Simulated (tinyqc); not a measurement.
Electrons shared among three sets of ellipsoidal valleys, step by step. Values are carried at full precision from step to step, so a last printed digit may differ when a step is redone from the rounded ones.

Constants: hbar^2/2m0 = 3.80998211 eV angstrom^2; kB = 8.617333262e-05 eV/K.

Inputs chosen for the exercise (masses and offsets near those of InP; mobilities are free inputs, held fixed; the results hold for these values, not for the real material): ml = (0.079, 1.722, 1.315) m0 (longitudinal masses of Gamma, L, X); mt = (0.079, 0.1306, 0.2813) m0 (transverse masses); M = (1, 4, 3) (valleys in each set); T = 300 K; dE = (0, 0.504, 0.895) eV (edges of Gamma, L, X above the first); n = 2.5e+16 1/cm^3 (total electron density); mu = (5600, 550, 240) cm^2/(V s) (mobility of each set).

## Masses of each set

One valley: m_d = (ml mt^2)^(1/3). Whole set: m_de = M^(2/3) m_d. Mean over three axes: 1/m_c = (1/ml + 2/mt)/3. Anisotropy K = ml/mt.

m_d, m_de, m_c (m0) and K of each set:
```
set       m_d    m_de     m_c      K
Gamma  0.0790  0.0790  0.0790   1.00
L      0.3085  0.7775  0.1887  13.19
X      0.4704  0.9784  0.3812   4.67
```

m_de/m_c is 1.00 for Gamma, 4.12 for L, 2.57 for X: many anisotropic valleys give many states at a light conductivity mass. m_c is the mean over three axes; a set that holds only some of the equivalent valleys conducts with a mass that depends on direction.

## Effective densities of states

N_i = M_i times N = 2 (m kB T/(4 pi c))^(3/2) with c = hbar^2/2m0, in 1/angstrom^3; times 1e24 for 1/cm^3, with m = (ml mt^2)^(1/3).

kT = 0.025852 eV

N_i (1/cm^3): Gamma 5.5720e+17, L 1.7203e+19, X 2.4284e+19

## Fermi level and populations

F_j(eta) = (1/Gamma(j + 1)) integral_0^infinity x^j dx/(1 + exp(x - eta)), which tends to exp(eta) for eta << 0.

Solve n = sum_i N_i F_1/2((EF - dE_i)/kT), energies from the edge of the first set.

EF = -0.0798 eV

eta_i: Gamma -3.09, L -22.58, X -37.71

n_i (1/cm^3): Gamma 2.50e+16, L 2.68e+09, X 1.02e+03

shares: Gamma 1.0000, L 0.0000, X 0.0000

Gamma holds most electrons (100.0 %). Boltzmann weights N_i exp(-dE_i/kT) would give L a share of 0.0000.

## Drift and Hall mobility of the mixture

With f_i the shares, mu_drift = sum f_i mu_i; low-field Hall mobility mu_H = sum f_i mu_i^2/mu_drift (scattering and anisotropy factors set to 1); the Hall density is n mu_drift/mu_H; rho = 1/(e n mu_drift), e = 1.602176634e-19 C.

mu_drift = 5600 cm^2/(V s)
mu_H = 5600 cm^2/(V s)
Hall density = 2.50e+16 1/cm^3
rho = 0.0446 ohm cm

A Hall measurement would read 100.0 % of the true density.

## Checks

- Share of L at n = 1e10 1/cm^3 against the Boltzmann weight: both 1.054e-07.

(tinyqc, `OMP_NUM_THREADS=1 python tinyqc.py 1652348 1652349 out.jsonl`, Intel(R) Xeon(R) Processor @ 2.30GHz, 1 thread, shared host, about 0.01 s.)
